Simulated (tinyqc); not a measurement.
Six-band hole subbands of a thin body in a field: sweeps and comparisons. A value that a table varies takes the place of the one given here.

Basis X, Y, Z times spin, hole energies counted downwards from the unstrained edge (the hydrostatic shift is left out), c = hbar^2/2m0. For a symmetric tensor T let C(T) have C_XX = L Txx + M (Tyy + Tzz), C_XY = N Txy (cyclic), L = c (g1 + 4 g2), M = c (g1 - 2 g2), N = 6 c g3. k = q + kz n, n the unit normal, q = k1 u + k2 v with u along the channel [1-10] and v = n x u. H = C(k k^T) + (Dso/3)(1 - L.sigma) - B + e F z with (L_k)_ij = -i epsilon_kij; B is the block C built from the traceless strain with 2b, -b and sqrt(3) d in place of L, M, N. Strain: exx = eyy = (s11 + s12) sx/2, ezz = s12 sx, exy = -s44 sx/4. Hard walls at z = 0 and t; basis sin(j pi z/t), j = 1 to Nz: kz^2 = (j pi/t)^2, kz = -i D with D_jl = 4 j l/(t (j^2 - l^2)), z_jj = t/2 and z_jl = -8 t j l/(pi (j^2 - l^2))^2 for j + l odd; 1 MV/cm = 0.01 eV/angstrom.

Nz = 14. E1 is the top subband at q = 0, gap the distance to the next pair, and the masses are c q^2/(E(q) - E1) at |q| = 0.02 1/angstrom (mean of the spin pair) along the channel [1-10] and across it in the plane; a dash marks a band that does not rise.

Constants: hbar^2/2m0 = 3.80998211 eV angstrom^2.

Parameters, chosen for this exercise (near those of a p-type Si channel; not measured data): g1 = 4.28 (Luttinger gamma1); g2 = 0.34 (gamma2); g3 = 1.45 (gamma3); Dso = 0.043 eV (spin-orbit splitting); b = -2.13 eV (tetragonal potential); d = -4.77 eV (trigonal potential); S = (7.53, -2.13, 12.41) 1/TPa (compliances s11, s12, s44); face = 001 (surface); t = 95 angstrom (body thickness); F = 0 MV/cm (field across the body); sx = 1 GPa (stress along the channel [1-10], negative in compression).

## Stress along the channel

Each row has its own sx.

Results:

| sx (GPa) | E1 (meV) | gap (meV) | m channel | m across |
|---|---|---|---|---|
| -3.0 | -80.7 | 45.1 | 0.128 | 3.015 |
| -2.0 | -45.7 | 45.2 | 0.134 | 2.612 |
| -1.0 | -11.9 | 45.4 | 0.151 | 1.872 |
| -0.5 | 3.5 | 24.2 | 0.177 | 1.334 |
| 0.0 | 15.0 | 5.3 | 0.577 | 0.577 |
| 0.5 | 9.8 | 13.0 | 2.202 | 0.298 |
| 1.0 | 1.2 | 19.7 | 1.358 | 0.329 |

Under 2 GPa of compression the channel mass goes from 0.577 to 0.134 m0, the mass across from 0.577 to 2.612; the gap to the next subband is 45, 5 and 20 meV at -2, 0 and +1 GPa. The lightest channel mass of the table, 0.128 m0, is at -3.0 GPa.

## Surface orientation and number of bands

Three faces, six bands; and four bands, with Dso set to 1000 eV.

Results:

| case | E1 (meV) | gap (meV) | m channel | m across |
|---|---|---|---|---|
| (001) 6 bands | 1.2 | 19.7 | 1.358 | 0.329 |
| (001) 4 bands | 1.3 | 33.1 | 1.049 | 0.193 |
| (110) 6 bands | 1.3 | 27.1 | 0.302 | 0.287 |
| (110) 4 bands | 5.4 | 25.0 | 0.364 | 0.294 |
| (111) 6 bands | -5.2 | 19.4 | 0.452 | 0.154 |
| (111) 4 bands | 1.6 | 26.9 | 0.448 | 0.177 |

With six bands the top subband is shallowest on (111) (-5.2 meV) and deepest on (110). Without the stress E1 would be 15.0, 5.9 and 5.7 meV, so the stress moves it by -13.8, -4.6 and -10.9 meV. The lightest channel mass is on (110) (0.302 m0). Dropping the split-off band moves E1 by 0.1, 4.1 and 6.8 meV and the gap by 13.5, -2.2 and 7.6 meV on the three faces, with Dso = 43 meV.

## What each parameter does

Six bands. Each row changes one parameter from the base and keeps the others.

Results:

| case | E1 (meV) | gap (meV) | m channel (m0) | m across (m0) |
|---|---|---|---|---|
| base | 1.2 | 19.7 | 1.358 | 0.329 |
| t = 105 angstrom | -2.2 | 19.6 | 1.140 | 0.330 |
| F = 0.3 MV/cm | 106.1 | 22.1 | 2.584 | 0.246 |
| sx = 0.5 GPa | 9.8 | 13.0 | 2.202 | 0.298 |
| g3 = 1.35 | 1.2 | 19.7 | 0.970 | 0.298 |
| g2 = 0.39 | 1.3 | 19.8 | 1.447 | 0.318 |
| Dso = 0.065 eV | 1.2 | 23.8 | 1.281 | 0.292 |
| d = -3.82 eV | 3.8 | 18.0 | 1.259 | 0.418 |

The largest shifts from the base row, up to three for each result and ties (the steps differ in size, so this ranks the rows, not the parameters). E1 (meV): F +104.9, sx +8.6, t -3.4; unchanged at the printed digits by g3 and Dso. gap (meV): sx -6.6, Dso +4.1, F +2.4; unchanged at the printed digits by g3. m channel (m0): F +1.226, sx +0.844, g3 -0.388. m across (m0): d +0.089, F -0.083, Dso -0.037.

tinyqc: `OMP_NUM_THREADS=1 python tinyqc.py 1250734 1250735 out.jsonl`; about 0.4 s, one thread, shared Intel(R) Xeon(R) Processor @ 2.30GHz.
